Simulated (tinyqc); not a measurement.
# Reverse leakage of an n+-p junction: diffusion, generation, trap-assisted and band-to-band tunnelling: leakage components against the reverse bias

One-sided abrupt junction in the depletion approximation, x from the junction (0) to W on the p side, field F = F0 (1 - x/W). Flat quasi-Fermi levels, long p side. Traps generate through SRH with both lifetimes shortened by 1 + Gamma (Hurkx enhancement, form for moderate fields); band-to-band generation is local and needs a total bending above Eg.

ni = sqrt(Nc Nv) exp(-Eg/(2 Vt)), Eg in volts; Vbi = Vt ln(Na Nd/ni^2); W = sqrt(2 eps0 eps_r (Vbi + VR)/(q Na)); F0 = 2 (Vbi + VR)/W; FG = sqrt(24 mt m0 (kB T)^3)/(q hbar); J_diff = q ni^2 sqrt(Dn/tau)(1 - exp(-VR/Vt))/Na. u = (Vbi + VR)(1 - x/W)^2, p = Na exp(-u/Vt), n = Nd exp((u - Vbi - VR)/Vt); G0 = ni^2 (1 - exp(-VR/Vt))/(tau (n + p + 2 ni cosh(Et/Vt))); Gamma = 2 sqrt(3 pi)(F/FG) exp((F/FG)^2); trap-assisted part G0 Gamma; G_bb = Ab F^2.5 exp(-Bb/F) with F in V/cm, zero unless Vbi + VR > Eg, and counted as zero under 1 cm^-3 s^-1. Currents are q times the integrals over 0 to W; J_bb under 1e-8 of J is printed as 0; rows with F0/FG above 2.2, beyond the range of this Gamma, are left out.

Parameters, values chosen for the exercise; band and dielectric values close to those of silicon: temperature T = 400 K; band gap Eg = 1.12 eV; relative permittivity eps_r = 11.5; conduction-band density of states at T Nc = 4.28e19 cm^-3; valence-band density of states at T Nv = 4.1e19 cm^-3; acceptor density of the lighter side Na = 8.3e16 cm^-3; donor density of the heavier side Nd = 1e19 cm^-3; SRH lifetime of both carriers at zero field tau = 4e-6 s; trap level above the intrinsic level Et = -0.13 eV; tunnelling mass mt = 0.23 m0; electron diffusion coefficient on the lighter side Dn = 16 cm^2/s; band-to-band prefactor Ab = 5.9e14 cm^-0.5 V^-2.5 s^-1; band-to-band field constant Bb = 1.95e7 V/cm.

Constants: q = 1.602176634e-19 C, kB = 1.380649e-23 J/K, hbar = 1.054571817e-34 J s, m0 = 9.1093837015e-31 kg, Vt = kB T/q, eps0 = 8.8541878128e-14 F/cm where lengths are in cm. Results are converted to the units shown.

The same in every row: J_bb (A/cm^2) = 0.

Leakage components against the reverse bias:
```
VR (V)	F0 (kV/cm)	F0/FG	J_diff (A/cm^2)	J_SRH (A/cm^2)	J_TAT (A/cm^2)	J (A/cm^2)	largest part
0.2	166	0.305	5.23e-8	1.52e-8	1.83e-8	8.57e-8	diffusion
1	220	0.404	5.24e-8	3.18e-8	5.20e-8	1.36e-7	diffusion
1.8	263	0.484	5.24e-8	4.41e-8	8.81e-8	1.85e-7	trap-assisted tunnelling
2.6	300	0.552	5.24e-8	5.44e-8	1.27e-7	2.34e-7	trap-assisted tunnelling
3.4	333	0.612	5.24e-8	6.35e-8	1.68e-7	2.84e-7	trap-assisted tunnelling
4.2	363	0.667	5.24e-8	7.16e-8	2.13e-7	3.37e-7	trap-assisted tunnelling
5	391	0.718	5.24e-8	7.91e-8	2.61e-7	3.92e-7	trap-assisted tunnelling
5.8	417	0.766	5.24e-8	8.60e-8	3.12e-7	4.51e-7	trap-assisted tunnelling
6.6	441	0.810	5.24e-8	9.25e-8	3.67e-7	5.12e-7	trap-assisted tunnelling
```

Read the table: what changes, and by how much?

J rises from 8.57e-8 to 5.12e-7 A/cm^2. Diffusion leads at VR = 0.2, trap-assisted tunnelling from 1.8 on. The ratio J_TAT/J_SRH goes from 1.20 to 3.97 as F0/FG goes from 0.305 to 0.810.

Program tinyqc, `OMP_NUM_THREADS=1 python tinyqc.py 2290115 2290116 out.jsonl`; Intel Xeon 2.30GHz, shared host, one thread, about 0.01 s.
